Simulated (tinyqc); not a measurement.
sp3s* tight binding with spin-orbit coupling: sweeps and comparisons. A value that a table varies takes the place of the one given here.

sp3s* tight binding, nearest neighbours only: anion (a) at 0, cation (c) at a/4 (1,1,1), orbitals s, px, py, pz, s* on each; k in units of 2 pi/a. With phases e_j = exp(i (pi/2) k.n_j) for n = (1,1,1), (1,-1,-1), (-1,1,-1), (-1,-1,1): g0 = (e1+e2+e3+e4)/4, g1 = (e1+e2-e3-e4)/4, g2 = (e1-e2+e3-e4)/4, g3 = (e1-e2-e3+e4)/4. The diagonal holds the levels Esa, Epa, Exa (s*) and Esc, Epc, Exc. Anion-cation block: <sa|sc> = Vss g0; <sa|xc> = Vsapc g1; <xa|sc> = -Vscpa g1; <xa|xc> = Vxx g0; <xa|yc> = <ya|xc> = Vxy g3, <xa|zc> = <za|xc> = Vxy g2, <ya|zc> = <za|yc> = Vxy g1; <s*a|xc> = Vxapc g1; <xa|s*c> = -Vpaxc g1; y and z take g2 and g3 in place of g1; s-s* and s*-s* vanish.

Spin-orbit coupling acts within the p shell of each atom as (D/3) L.sigma, D = Da or Dc: it puts four states at Ep + D/3 and two at Ep - 2D/3.

Values chosen for the exercise (near a published set for diamond, fitted to gaps, whose masses and valley positions are rough; spin-orbit coupling, where it is added without a refit, lifts the valence top and shrinks all gaps by about a third of the splitting; shifted at random, so the results belong to these values and not to a real crystal): Esa = -4.581 eV (s level of the anion); Epa = 3.876 eV (p level of the anion); Esc = -4.581 eV (s level of the cation); Epc = 3.876 eV (p level of the cation); Exa = 11.42 eV (s* level of the anion); Exc = 11.42 eV (s* level of the cation); Vss = -22.427 eV (s-s); Vxx = 3.801 eV (px-px); Vxy = 11.656 eV (px-py); Vsapc = 15.394 eV (s anion, p cation); Vscpa = 15.394 eV (s cation, p anion); Vxapc = 8.154 eV (s* anion, p cation); Vpaxc = 8.154 eV (p anion, s* cation); Da = 0.006 eV (atomic spin-orbit splitting, anion); Dc = 0.006 eV (the same, cation); eta = 2 (scaling exponent); D001 = 0.24 (ratio -ezz/exx).

## What the s* orbital does

The s* couplings Vxapc and Vpaxc are scaled by f; f = 0 is the plain sp3 model. Gaps from the top of the valence band at Gamma; the Delta value is the minimum on (x,0,0), 0.5 <= x <= 1.

Gaps (eV):

| f | Gamma | Delta | L | x of the minimum |
|---|---|---|---|---|
| 0.00 | 7.5960 | 10.3282 | 11.3430 | 0.500 |
| 0.25 | 7.5960 | 9.3869 | 11.0029 | 0.500 |
| 0.50 | 7.5960 | 8.0816 | 10.1282 | 0.500 |
| 0.75 | 7.5960 | 6.7553 | 8.9570 | 0.500 |
| 0.90 | 7.5960 | 5.9434 | 8.1789 | 0.541 |
| 1.00 | 7.5960 | 5.3812 | 7.6415 | 0.566 |
| 1.10 | 7.5960 | 4.8113 | 7.0938 | 0.585 |

The gap at Gamma stays, since g1 to g3 vanish there. From f = 0 to 1 the s* levels lower the Delta value by 4.947 eV and L by 3.701 eV. For f = 0, 0.25, 0.5 and 0.75 the least value lies at x = 0.5, the end of the range: any valley further out lies above that value until s* has lowered it enough. The lowest of the three is Gamma at f = 0 and the Delta line at f = 1.

## Hydrostatic strain (sp3s* tight binding with spin-orbit coupling, strained)

Strain e moves each bond vector to d = (1 + e) d0 (no internal displacement for the diagonal strains used here) and k is given in fractions of the strained reciprocal cell, so the phases stay. Two-centre values Vss_sigma = Vss/4, Vsp_sigma = sqrt3 V/4 for each s-p and s*-p pair, Vpp_sigma = (Vxx + 2 Vxy)/4, Vpp_pi = (Vxx - Vxy)/4 are scaled by (d0/d)^eta and combined with the new direction cosines; the levels on the diagonal stay.

exx = eyy = ezz = e. Gaps as measured from the top of the valence band; the deformation potentials are (gap(0.01) - gap(-0.01))/0.06.

Gaps (eV):

| e | Gamma | Delta | L | x of the minimum |
|---|---|---|---|---|
| -0.03 | 8.0735 | 5.5439 | 7.8055 | 0.567 |
| -0.02 | 7.9095 | 5.4891 | 7.7498 | 0.567 |
| -0.01 | 7.7504 | 5.4349 | 7.6951 | 0.567 |
| 0.00 | 7.5960 | 5.3812 | 7.6415 | 0.566 |
| 0.01 | 7.4462 | 5.3281 | 7.5888 | 0.566 |
| 0.02 | 7.3008 | 5.2755 | 7.5371 | 0.566 |
| 0.03 | 7.1596 | 5.2234 | 7.4861 | 0.565 |

gap deformation potentials (eV): Gamma -5.069, Delta -1.779, L -1.772

Per unit of volume strain the gaps move by -5.07 (Gamma), -1.78 (Delta) and -1.77 eV (L). The lowest valley stays the Delta line over the range. These potentials follow from the one exponent eta, which fitted models replace by one for each integral; with it the sizes are rough, the sign for Delta can be wrong (in Si, Ge and the III-V crystals measured values are small and positive), and the pressures at which valleys cross, and which valley takes over, are rough too. A gap of zero, where one is listed, marks an s level that has sunk below the valence top.

## Biaxial strain splits the top of the valence band (sp3s* tight binding, strained)

No spin-orbit coupling; k = 0; exx = eyy = e, ezz = -D001 e. The four bonds keep equal lengths, and the sums over them give Vxx(e) for px and py and Vzz(e) for pz; each level is the lower root of [[Epa, V], [V, Epc]], and the s level the upper root of the s block. The shear potential b follows from E(x,y) - E(z) = 3 b (exx - ezz), taken as the slope between e = -0.005 and 0.005.

Couplings and levels at Gamma (eV):

| e | ezz | Vxx(e) | Vzz(e) | E(x,y) | E(z) | E(x,y) - E(z) (meV) | upper s level |
|---|---|---|---|---|---|---|---|
| -0.020 | 0.0048 | 3.6908 | 4.2921 | 0.1852 | -0.4161 | 601.3 | 18.3785 |
| -0.010 | 0.0024 | 3.7476 | 4.0424 | 0.1284 | -0.1664 | 294.8 | 18.1107 |
| -0.005 | 0.0012 | 3.7747 | 3.9207 | 0.1013 | -0.0447 | 146.0 | 17.9780 |
| 0.005 | -0.0012 | 3.8265 | 3.6834 | 0.0495 | 0.1926 | -143.1 | 17.7148 |
| 0.010 | -0.0024 | 3.8511 | 3.5677 | 0.0249 | 0.3083 | -283.4 | 17.5844 |
| 0.020 | -0.0048 | 3.8981 | 3.3423 | -0.0221 | 0.5337 | -555.8 | 17.3259 |

b = -7.771 eV

Under tension in the plane (e > 0) the bonds tilt towards the plane, Vxx grows to 3.8511 and Vzz falls to 3.5677 eV at e = 0.01, and the pz state forms the top of the valence band, by 283.4 meV; under compression (e = -0.01) the px, py pair does, by 294.8 meV. The slope gives b = -7.77 eV, a rough value, since on-site strain terms are left out (measured values lie near -2 eV).

## What each parameter does

Gaps from the top of the valence band at Gamma; Delta is the minimum on (x,0,0), 0.5 <= x <= 1. A change on one sublattice alone makes the two atoms unequal. Each row changes one parameter from the base and keeps the others.

Results:

| case | Ev (eV) | gap Gamma (eV) | gap Delta (eV) | gap L (eV) |
|---|---|---|---|---|
| base | 0.0770 | 7.5960 | 5.3812 | 7.6415 |
| Epa = 3.676 eV | -0.0243 | 7.5986 | 5.4402 | 7.7226 |
| Vscpa = 15.194 eV | 0.0770 | 7.5960 | 5.3484 | 7.6213 |
| Vsapc = 15.194 eV | 0.0770 | 7.5960 | 5.3484 | 7.6213 |
| Vxapc = 7.954 eV | 0.0770 | 7.5960 | 5.4505 | 7.7075 |
| Exa = 11.22 eV | 0.0770 | 7.5960 | 5.3327 | 7.5658 |
| Vxy = 11.456 eV | 0.0770 | 7.5960 | 5.3812 | 7.6009 |

The largest shifts from the base row, up to three for each result and ties (the steps differ in size, so this ranks the rows, not the parameters). Ev (eV): Epa -0.1013; unchanged at the printed digits by Vscpa, Vsapc, Vxapc, Exa and Vxy. gap Gamma (eV): Epa +0.0026; unchanged at the printed digits by Vscpa, Vsapc, Vxapc, Exa and Vxy. gap Delta (eV): Vxapc +0.0693, Epa +0.0590, Exa -0.0485; unchanged at the printed digits by Vxy. gap L (eV): Epa +0.0811, Exa -0.0757, Vxapc +0.0659. Vscpa, Vsapc, Vxapc, Exa and Vxy cannot move Ev or the gap at Gamma, whose blocks do not hold them; s parameters never move Ev, and move the gap only where the lowest empty level at Gamma is s-like.

Program tinyqc; command `OMP_NUM_THREADS=1 python tinyqc.py 1450317 1450318 out.jsonl`; about 0.1 s on one thread of a shared Intel(R) Xeon(R) Processor @ 2.30GHz.
